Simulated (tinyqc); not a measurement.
Worked calculation: Pariser-Parr-Pople SCF with singles CI, for the molecule [CH2+]c1ccccc1 (SMILES; centres numbered as the heavy atoms are written). One step of it, computed by the program tinyqc.

Problem. Iteration 2: Fock matrix. F_rr = H_rr + P_rr gamma_rr / 2 + sum_(s != r) P_ss gamma_rs; F_rs = H_rs - P_rs gamma_rs / 2; E = tr P (H + F) / 2 + core repulsion sum_(r<s) z_r z_s gamma_rs.

P after iteration 1:
```
           1C         2C         3C         4C         5C         6C         7C
1C   0.242319   0.540659   0.204839  -0.081309  -0.190962  -0.081309   0.204839
2C   0.540659   1.242997   0.534593  -0.048530  -0.268980  -0.048530   0.534593
3C   0.204839   0.534593   0.892923   0.709079   0.170686  -0.284674  -0.218676
4C  -0.081309  -0.048530   0.709079   0.952831   0.633107   0.064429  -0.284674
5C  -0.190962  -0.268980   0.170686   0.633107   0.823177   0.633107   0.170686
6C  -0.081309  -0.048530  -0.284674   0.064429   0.633107   0.952831   0.709079
7C   0.204839   0.534593  -0.218676  -0.284674   0.170686   0.709079   0.892923
```

core matrix H (eV):
```
            1C          2C          3C          4C          5C          6C          7C
1C  -39.810081   -2.390000    0.000000    0.000000    0.000000    0.000000    0.000000
2C   -2.390000  -48.971449   -2.390000    0.000000    0.000000    0.000000   -2.390000
3C    0.000000   -2.390000  -46.658228   -2.390000    0.000000    0.000000    0.000000
4C    0.000000    0.000000   -2.390000  -45.088855   -2.390000    0.000000    0.000000
5C    0.000000    0.000000    0.000000   -2.390000  -44.694143   -2.390000    0.000000
6C    0.000000    0.000000    0.000000    0.000000   -2.390000  -45.088855   -2.390000
7C    0.000000   -2.390000    0.000000    0.000000    0.000000   -2.390000  -46.658228
```

repulsion gamma_rs (eV):
```
           1C         2C         3C         4C         5C         6C         7C
1C  11.130000   7.553862   5.239602   3.670230   3.276555   3.670230   5.239602
2C   7.553862  11.130000   7.554960   5.239602   4.668463   5.239602   7.554960
3C   5.239602   7.554960  11.130000   7.553862   5.239602   4.669500   5.240702
4C   3.670230   5.239602   7.553862  11.130000   7.554960   5.240702   4.669500
5C   3.276555   4.668463   5.239602   7.554960  11.130000   7.554960   5.239602
6C   3.670230   5.239602   4.669500   5.240702   7.554960  11.130000   7.553862
7C   5.239602   7.554960   5.240702   4.669500   5.239602   7.553862  11.130000
```

Centres (angstrom, eV; a flat drawing with bonds scaled to 1.40 angstrom):
```
centre          x          y  core charge z          W   gamma_rr
1C       2.400000   0.000000              1  11.160000  11.130000
2C       1.000000   0.000000              1  11.160000  11.130000
3C       0.300000   1.212000              1  11.160000  11.130000
4C      -1.100000   1.212000              1  11.160000  11.130000
5C      -1.800000   0.000000              1  11.160000  11.130000
6C      -1.100000  -1.212000              1  11.160000  11.130000
7C       0.300000  -1.212000              1  11.160000  11.130000
```

Give: F; pi energy.

Solution.

F (eV):
```
         1C       2C       3C       4C      5C       6C       7C
1C  -10.024   -4.432   -0.537    0.149   0.313    0.149   -0.537
2C   -4.432  -12.904   -4.409    0.127   0.628    0.127   -4.409
3C   -0.537   -4.409  -10.389   -5.068  -0.447    0.665    0.573
4C    0.149    0.127   -5.068  -10.257  -4.782   -0.169    0.665
5C    0.313    0.628   -0.447   -4.782  -9.762   -4.782   -0.447
6C    0.149    0.127    0.665   -0.169  -4.782  -10.257   -5.068
7C   -0.537   -4.409    0.573    0.665  -0.447   -5.068  -10.389
```

pi energy = -82.924 eV
